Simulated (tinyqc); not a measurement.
Inside a calculation. Model: resistance of a tapered via with liner, size effect and interface.

Computed by the program tinyqc: `OMP_NUM_THREADS=1 python tinyqc.py 2750071 2750072 out.jsonl`, one thread of a shared Intel Xeon 2.30GHz, about 0.01 s for the whole run. Printed values are rounded.

A round via whose diameter grows from db at the bottom as D(z) = db + 2 z/tan(ang). The fill, of diameter D - 2 tl, starts above the bottom liner (thickness fb tl) and has rho = rho0 (1 + ks lam/(D - 2 tl)); the sidewall liner conducts in parallel with it. The bottom liner and the interface are crossed over the full area pi db^2/4. Spreading in the lines above and below is left out.

Inputs (values chosen for the exercise); fill metal close to copper:
```
symbol,value,unit,meaning
db,20,nm,diameter at the bottom
hv,26,nm,height
ang,85,degrees,sidewall angle
rho0,1.65,uohm cm,bulk resistivity of the fill
lam,38.8,nm,mean free path of the fill
ks,1.5,,size-effect factor
tl,1.8,nm,liner on the sidewall
fb,1,,liner at the bottom over that on the sidewall
rl,430,uohm cm,resistivity of the liner
ri,2.5e-12,ohm cm^2,interface resistivity at the bottom
Sb,1.1e15,S/m^2,"ballistic conductance per area, about 3/(4 rho0 lam)"
```

Range of the model: The ballistic limit exceeds half of R_fill, so a diffusive resistivity alone understates the resistance.

## Slices of the via

Slices between z0 = fb tl and hv, evaluated at their midpoints: conductance per length pi/4 [(D - 2 tl)^2/rho + (D^2 - (D - 2 tl)^2)/rl], slice resistance = slice height over that. 10 slices.

| slice | z (nm) | D (nm) | rho (uohm cm) | slice resistance (ohm) |
|---|---|---|---|---|
| 0 | 3.01 | 20.5267 | 7.32329 | 0.781306 |
| 1 | 5.43 | 20.9501 | 7.18483 | 0.729836 |
| 2 | 7.85 | 21.3736 | 7.05297 | 0.682938 |
| 3 | 10.27 | 21.7970 | 6.92724 | 0.640109 |
| 4 | 12.69 | 22.2205 | 6.80723 | 0.600910 |
| 5 | 15.11 | 22.6439 | 6.69256 | 0.564960 |
| 6 | 17.53 | 23.0674 | 6.58287 | 0.531923 |
| 7 | 19.95 | 23.4908 | 6.47786 | 0.501508 |
| 8 | 22.37 | 23.9142 | 6.37723 | 0.473454 |
| 9 | 24.79 | 24.3377 | 6.28070 | 0.447534 |

## Total resistance

R_fill = sum of the slices; R_bottom = rl fb tl/(pi db^2/4); R_interface = ri/(pi db^2/4); ballistic (Sharvin) limit 1/(Sb pi (db - 2 tl)^2/4); ideal cylinder rho0 hv/(pi db^2/4).

parts (ohm): fill 5.95448, bottom liner 24.6372, interface 0.795775
R = 31.3874 ohm
shares (%): fill 18.9709, bottom liner 78.4938, interface 2.5353
ballistic limit = 4.30358 ohm
ideal cylinder = 1.36555 ohm

The bottom liner is the largest part, and R is 23.0 times the ideal cylinder. With 2000 slices R = 31.389 ohm.
